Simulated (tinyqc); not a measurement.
Junctionless gate-all-around wire, depletion approximation: two steps of the calculation.

A uniformly doped n-type wire of radius R under a surrounding gate; long channel. Below flat band a shell from radius rc to R is fully depleted and the neutral core, at channel potential V (0 at the source, Vd at the drain), carries the current with constant mobility; s = (rc/R)^2 is the share of the cross-section that conducts. The edge of the depleted shell is taken as abrupt, so there is no subthreshold current.

Parameters, values chosen for the exercise; material values those of a made-up semiconductor:
- eps_r = 9.6 (relative permittivity of the semiconductor)
- eox = 9 (relative permittivity of the gate insulator)
- tox = 4.8 nm (insulator thickness)
- R = 4 nm (wire radius)
- Nd = 9.6e18 cm^-3 (donor density)
- Vfb = 0.59 V (flat-band voltage)
- Vg = 0.47 V (gate voltage)

Constants: q = 1.602176634e-19 C, eps0 = 8.8541878128e-14 F/cm where lengths are in cm. Results are converted to the units shown.

Problem 1. Voltages that deplete the wire. Cox = eps0 eox/(R ln(1 + tox/R)); A = q Nd R^2/(4 eps0 eps_r); B = q Nd R/(2 Cox); VT = Vfb - A - B.

Wanted: Cox; A; B; VT.

Solution 1.

Cox = 2.527 uF/cm^2
A = 0.07238 V
B = 0.1217 V
VT = 0.3959 V

Of the 0.194 V needed, 62.7 % drops over the insulator. The device is normally off.

Problem 2. Conducting share at the source by Newton steps. With V = 0: f = A (1 - s + s ln s) + B (1 - s) - (Vfb - Vg); f' = A ln s - B; s(new) = s - f/f'.

s at the start = 0.8
A = 0.072380513 V
B = 0.12174709 V

Give: f; f'; s after iteration 1.

Solution 2.

f = -0.09410 V
f' = -0.1379 V
s after iteration 1 = 0.1176

tinyqc, about 0.01 s, one thread, Intel Xeon 2.30GHz (shared host): `OMP_NUM_THREADS=1 python tinyqc.py 2460043 2460044 out.jsonl`
